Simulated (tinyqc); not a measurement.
Worked calculation: G0W0 on RHF in the sto-3g basis, for BeH2, spin multiplicity 1. One step of it, computed by the program tinyqc.

Question. Screening: direct RPA. With D = e_a - e_i and K = (ia|jb): diagonalise D^(1/2) (D + 4K) D^(1/2) = Z w^2 Z^T; X + Y = D^(1/2) Z w^(-1/2), each column of Z with its largest component positive (the first on a tie); E_c = (sum w - tr (D + 2K)) / 2.

orbital energies (hartree): MO1 -4.536744, MO2 -0.409622, MO3 -0.364450, MO4 0.205631, MO5 0.213516, MO6 0.348376, MO7 0.655903

Two-electron integrals over orbitals (pq|rs), unique and non-zero (hartree):
```
(11|11) 2.272046    (21|11) -0.185556   (21|21) 0.023433    (22|11) 0.453014
(22|21) -0.005575   (22|22) 0.370202    (31|31) 0.004919    (32|31) 0.010475
(32|32) 0.156841    (33|11) 0.412180    (33|21) -0.002265   (33|22) 0.380954
(33|33) 0.404093    (41|11) 0.057258    (41|21) -0.006848   (41|22) 0.003557
(41|33) 0.001944    (41|41) 0.016760    (42|11) -0.032166   (42|21) 0.001981
(42|22) 0.009619    (42|33) 0.013394    (42|41) 0.013333    (42|42) 0.048443
(43|31) -0.000243   (43|32) 0.020516    (43|43) 0.016196    (44|11) 0.562008
(44|21) -0.007416   (44|22) 0.348134    (44|33) 0.330738    (44|41) -0.006660
(44|42) -0.038131   (44|44) 0.452598    (51|51) 0.015740    (52|51) 0.014882
(52|52) 0.047110    (53|53) 0.012028    (54|51) -0.004670   (54|52) -0.012652
(54|54) 0.026681    (55|11) 0.569186    (55|21) -0.007135   (55|22) 0.350685
(55|33) 0.330387    (55|41) 0.001894    (55|42) -0.016041   (55|44) 0.398364
(55|55) 0.449859    (61|11) -0.184580   (61|21) 0.023892    (61|22) -0.005067
(61|33) -0.002370   (61|41) -0.003063   (61|42) 0.005393    (61|44) -0.008125
(61|55) -0.005501   (61|61) 0.025476    (62|11) 0.136853    (62|21) -0.005595
(62|22) -0.010702   (62|33) -0.038141   (62|41) 0.005347    (62|42) -0.007543
(62|44) 0.057373    (62|55) 0.068526    (62|61) -0.003774   (62|62) 0.082946
(63|31) -0.000212   (63|32) -0.089548   (63|43) -0.017394   (63|63) 0.084480
(64|11) 0.028476    (64|21) 0.000315    (64|22) 0.001456    (64|33) -0.007611
(64|41) 0.012792    (64|42) 0.032352    (64|44) 0.000556    (64|55) 0.012462
(64|61) 0.003989    (64|62) 0.030857    (64|64) 0.040936    (65|51) 0.015428
(65|52) 0.044631    (65|54) -0.007412   (65|65) 0.046486    (66|11) 0.463216
(66|21) -0.006339   (66|22) 0.374936    (66|33) 0.383068    (66|41) 0.010719
(66|42) 0.031176    (66|44) 0.341208    (66|55) 0.352213    (66|61) -0.003581
(66|62) -0.014481   (66|64) 0.017208    (66|66) 0.402846    (71|31) 0.009243
(71|32) 0.016920    (71|43) -0.000726   (71|63) 0.000395    (71|71) 0.017485
(72|31) 0.004632    (72|32) -0.038413   (72|43) -0.016287   (72|63) 0.061113
(72|71) 0.008445    (72|72) 0.057368    (73|11) 0.150997    (73|21) -0.003891
(73|22) 0.001140    (73|33) -0.018414   (73|41) 0.000217    (73|42) -0.022407
(73|44) 0.068956    (73|55) 0.071870    (73|61) -0.003622   (73|62) 0.076867
(73|64) 0.017404    (73|66) -0.017711   (73|73) 0.088382    (74|31) -0.003048
(74|32) -0.036187   (74|43) 0.008088    (74|63) 0.023047    (74|71) -0.005269
(74|72) 0.007207    (74|74) 0.025584    (75|53) 0.013104    (75|75) 0.016966
(76|31) 0.009044    (76|32) 0.133669    (76|43) 0.022021    (76|63) -0.085758
(76|71) 0.015021    (76|72) -0.045299   (76|74) -0.030112   (76|76) 0.126928
(77|11) 0.538552    (77|21) -0.007220   (77|22) 0.394181    (77|33) 0.409477
(77|41) 0.001808    (77|42) 0.002389    (77|44) 0.376188    (77|55) 0.374412
(77|61) -0.007028   (77|62) -0.015487   (77|64) -0.006354   (77|66) 0.402930
(77|73) 0.005948    (77|77) 0.446138
```

Give: D^(1/2) (D + 4K) D^(1/2); excitation energies w; X + Y; RPA correlation energy.

Answer.

D^(1/2) (D + 4K) D^(1/2) (hartree^2), lower triangle:
```
        1>4     1>5     1>6     1>7     2>4    2>5    2>6     2>7
1>4  22.808
1>5   0.000  22.864
1>6  -0.059   0.000  24.362
1>7   0.000   0.000   0.000  27.327
2>4   0.091   0.000   0.037   0.000   0.498
2>5   0.000   0.102   0.000   0.000   0.000  0.506
2>6   0.041   0.000  -0.029   0.000  -0.021  0.000  0.826
2>7   0.000   0.000   0.000   0.079   0.000  0.000  0.000   1.380
3>4   0.000   0.000   0.000  -0.005   0.000  0.000  0.000  -0.051
3>5   0.000   0.000   0.000   0.000   0.000  0.000  0.000   0.000
3>6   0.000   0.000   0.000   0.003   0.000  0.000  0.000   0.213
3>7   0.002   0.000  -0.032   0.000  -0.071  0.000  0.270   0.000

        3>4    3>5    3>6    3>7
3>4   0.362
3>5   0.000  0.362
3>6  -0.044  0.000  0.749
3>7   0.000  0.000  0.000  1.402
```

excitation energies w (hartree): 0.597  0.602  0.701  0.711  0.828  0.848  1.203  1.231  4.776  4.782  4.936  5.228

X + Y:
```
         1      2       3       4       5       6       7       8
1>4  0.000  0.000  -0.011   0.000   0.000  -0.004   0.000  -0.001
1>5  0.000  0.000   0.000  -0.012   0.000   0.000   0.000   0.000
1>6  0.000  0.000  -0.004   0.000   0.000   0.001   0.000   0.004
1>7  0.000  0.000   0.000   0.000   0.002   0.000  -0.006   0.000
2>4  0.000  0.000   0.934   0.000   0.000   0.026   0.000  -0.051
2>5  0.000  0.000   0.000   0.936   0.000   0.000   0.000   0.000
2>6  0.000  0.000  -0.001   0.000   0.000   0.880   0.000   0.288
2>7  0.039  0.000   0.000   0.000  -0.338   0.000   0.898   0.000
3>4  0.972  0.000   0.000   0.000  -0.069   0.000  -0.039   0.000
3>5  0.000  0.980   0.000   0.000   0.000   0.000   0.000   0.000
3>6  0.105  0.000   0.000   0.000   0.882   0.000   0.226   0.000
3>7  0.000  0.000   0.094   0.000   0.000  -0.401   0.000   0.845

         9     10      11     12
1>4  0.996  0.000  -0.037  0.000
1>5  0.000  0.997   0.000  0.000
1>6  0.038  0.000   0.994  0.000
1>7  0.000  0.000   0.000  0.997
2>4  0.001  0.000   0.001  0.000
2>5  0.000  0.002   0.000  0.000
2>6  0.001  0.000  -0.001  0.000
2>7  0.000  0.000   0.000  0.001
3>4  0.000  0.000   0.000  0.000
3>5  0.000  0.000   0.000  0.000
3>6  0.000  0.000   0.000  0.000
3>7  0.000  0.000  -0.001  0.000
```

RPA correlation energy = -0.04842 hartree
